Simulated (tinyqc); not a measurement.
From one set of inputs to another, one input at a time: grain growth, pinning, strength and diffusional creep of a polycrystal or thin film. Computed by tinyqc, a small Python program. Command: `OMP_NUM_THREADS=1 python tinyqc.py 3021853 3021854 out.jsonl grain ladder`. One thread of a shared host (Intel(R) Xeon(R) Processor @ 2.30GHz), about 0.01 s of CPU time with the checks.

One mean grain size d describes the structure.

The inputs printed are set A. Inputs not listed in the table keep their values of set A, so the rows need not describe a real material.

Inputs (values chosen for the exercise, for a model solid):
```
quantity                                    value        unit
atomic volume Omega                         15.85  angstrom^3
boundary energy gamma                         1.1       J/m^2
mobility prefactor M0                     6.5e-05   m^4/(J s)
activation energy of boundary motion Q_m     5.16          eV
anneal temperature T                         1784           K
anneal time t                                 310           s
initial grain size d0                          17          nm
particle volume fraction f                 0.0038           -
particle radius r                             3.9          nm
film thickness h                             1500          nm
surface energy gamma_s                        3.1       J/m^2
lattice diffusion energy Q_l                 5.31          eV
boundary diffusion energy Q_b                3.66          eV
lattice prefactor D0                      5.2e-05       m^2/s
boundary prefactor delta D0b              1.1e-15       m^3/s
applied stress sigma                          150         MPa
service temperature T_c                      1322           K
```

Sample: thin film on a substrate.

Constants: k_B = 8.617333262e-05 eV/K; k_B = 1.380649e-23 J/K.

Method:
- M = M0 exp(-Q_m/(k_B T)). The driving pressure is 2 gamma/d. Zener pinning pressure 3 f gamma/(2 r) stops growth at d_Z = 4 r/(3 f). Grooves where boundaries meet the surface have the angle theta = arcsin(gamma/(2 gamma_s)) and are taken to stop growth at d_h = h/(2 theta), a few film thicknesses; the limit is 1/d_lim = 1/d_Z + 1/d_h.
- dd/dt = 2 M gamma (1/d - 1/d_lim) integrates to 2 M gamma t = d_lim (d0 - d) + d_lim^2 ln[(d_lim - d0)/(d_lim - d)]; without pinning d^2 = d0^2 + 4 M gamma t.
- Nabarro-Herring rate = 14 sigma Omega D_l/(k_B T d^2), D_l = D0 exp(-Q_l/(k_B T)); Coble rate = 14 pi sigma Omega delta D_b/(k_B T d^3), delta D_b = delta D0b exp(-Q_b/(k_B T)); they are equal at d_x = pi delta D_b/D_l.

Each row keeps all changes above it:
```
input moved                                      from      to  limit d_lim (nm)  Coble rate (1/s)  crossover size d_x (micrometre)
set A                                               -       -              1032         5.937e-06                        1.296e+02
applied stress sigma (MPa)                        150      36              1032         1.425e-06                        1.296e+02
particle volume fraction f                     0.0038  0.0098               471         1.447e-06                        1.296e+02
initial grain size d0 (nm)                         17      30               471         4.504e-07                        1.296e+02
boundary diffusion energy Q_b (eV)               3.66   0.902               471         1.472e+04                        4.235e+12
service temperature T_c (K)                      1322     468               471         2.208e-02                        1.955e+43
activation energy of boundary motion Q_m (eV)    5.16    1.14               471         7.902e-06                        1.955e+43
boundary energy gamma (J/m^2)                     1.1    0.37               509         6.264e-06                        1.955e+43
```

Where does the difference come from?

Limit d_lim goes from 1030 to 509, a factor 0.493 in all. The largest single move comes from particle volume fraction f (a factor 0.456). Coble rate goes from 5.94e-6 to 6.26e-6, a factor 1.06 in all. The largest single move comes from boundary diffusion energy Q_b (a factor 3.27e10), and service temperature T_c works against it (a factor 1.50e-6). Crossover size d_x goes from 130 to 1.96e43, a factor 1.51e41 in all. The largest single move comes from service temperature T_c (a factor 4.62e30). The single moves hold for this order of the switches; the total does not depend on the order.

Caution (rows set A): sigma Omega is not small against k_B T, as the linear creep laws assume.

Extremes, crossings and ranges named in words are read from the listed rows.
